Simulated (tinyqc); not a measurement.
Static screening by free carriers: sweeps and comparisons. A value that a table varies takes the place of the one given here.

kF = (3 pi^2 n/Mv)^(1/3), EF = c kF^2/m with c = hbar^2/2m0, n in 1/angstrom^3 (1e-24 per 1/cm^3), e2 = e^2/(4 pi eps0). Thomas-Fermi: qTF^2 = 6 pi e2 n/(eps EF). Debye: qD^2 = 4 pi e2 n/(eps kB T).

F_j(eta) = (1/Gamma(j + 1)) integral_0^infinity x^j dx/(1 + exp(x - eta)), which tends to exp(eta) for eta << 0.

At finite T: qs^2 = qD^2 F_-1/2(eta)/F_1/2(eta), where n = Mv N F_1/2(eta) and N = 2 (m kB T/(4 pi c))^(3/2) with c = hbar^2/2m0, in 1/angstrom^3; times 1e24 for 1/cm^3.

Donor in the screened potential -(e2/eps) exp(-qs r)/r with the trial function exp(-r/a): E(a) = c/(m a^2) - (e2/eps) 4/(a (2 + qs a)^2), e2 = e^2/(4 pi eps0), c = hbar^2/2m0; isotropic mass.

Constants: hbar^2/2m0 = 3.80998211 eV angstrom^2; e^2/(4 pi eps0) = 14.39964547 eV angstrom; kB = 8.617333262e-05 eV/K; a0 (Bohr radius) = 0.5291772105 angstrom.

Values chosen for the exercise (near those of GaN; not measured data): m = 0.192 m0 (mass of one isotropic valley); Mv = 1 (valleys); eps = 9.7 (background dielectric constant); T = 300 K; n = 8.4e+17 1/cm^3 (carrier density).

## Screening unbinds the donor

All carriers n are taken as free and screen with qs(T); E(a) is minimised over a; a dash marks no bound state. aB = a0 eps/m.

Donor level:
```
n (1/cm^3)  n^(1/3) aB  qs aB  E (meV)   a/aB
4.0e+14          0.020  0.014   -26.97  1.000
3.0e+15          0.039  0.039   -25.64  1.001
2.0e+16          0.073  0.101   -22.54  1.007
5.0e+16          0.098  0.160   -19.85  1.016
1.0e+17          0.124  0.225   -17.12  1.031
4.0e+17          0.197  0.440    -9.79  1.112
9.0e+17          0.258  0.636    -4.99  1.242
2.0e+18          0.337  0.882    -1.09  1.581
```

aB = 26.7 angstrom

What does this show, and why?

The level rises from -26.97 meV at the lowest density to -1.09 meV at 2e+18 1/cm^3, against -27.76 meV unscreened. It stays bound over this range. This trial function loses binding at qs aB = 1 and the exact Yukawa problem at 1.19; the Mott rule of thumb is n^(1/3) aB = 0.26, which the last bound row of this table passes: the rule belongs to low temperature, and thermal carriers screen more weakly.

## From Debye to Thomas-Fermi

Screening lengths (angstrom):
```
n (1/cm^3)    eta  Debye  Thomas-Fermi  finite T
6.0e+15     -5.86  480.6         61.12     480.8
4.0e+16     -3.96  186.1         44.55     186.8
2.0e+17     -2.32  83.24         34.07     84.62
8.0e+17     -0.84  41.62         27.04     44.29
3.0e+18      0.84  21.49         21.69     26.18
1.0e+19      3.13  11.77         17.75     18.58
4.0e+19      8.49  5.886         14.09     14.17
1.0e+20     15.78  3.723         12.09     12.11
```

What does this show?

Debye is within 5 % of the finite-T length up to 2e+17 1/cm^3 of the densities listed and Thomas-Fermi from 1e+19 on. The length goes as n^-0.50 at the low end and n^-0.17 at the high end, against the limits -1/2 and -1/6. Both limits give too short a length.

## What sets the screening length

All results formed anew. Each row changes one parameter from the base and keeps the others.

Results:
```
case                 Debye (angstrom)  Thomas-Fermi (angstrom)  finite T (angstrom)
base                            40.62                    26.82                43.35
n = 1.68e+18 1/cm^3             28.72                    23.89                32.43
m = 0.2496 m0                   40.62                    23.52                42.49
eps = 11.64                     44.49                    29.38                47.49
T = 360 K                       44.49                    26.82                46.80
Mv = 2                          40.62                    21.29                42.01
```

What can be read from the table?

The largest shifts from the base row, up to three for each result and ties (the steps differ in size, so this ranks the rows, not the parameters). Debye (angstrom): n -11.9, eps +3.88, T +3.88; unchanged at the printed digits by m and Mv. Thomas-Fermi (angstrom): Mv -5.53, m -3.30, n -2.93; unchanged at the printed digits by T. finite T (angstrom): n -10.9, eps +4.14, T +3.44.

tinyqc: `OMP_NUM_THREADS=1 python tinyqc.py 1652749 1652750 out.jsonl`; about 0.01 s, one thread, shared Intel(R) Xeon(R) Processor @ 2.30GHz.
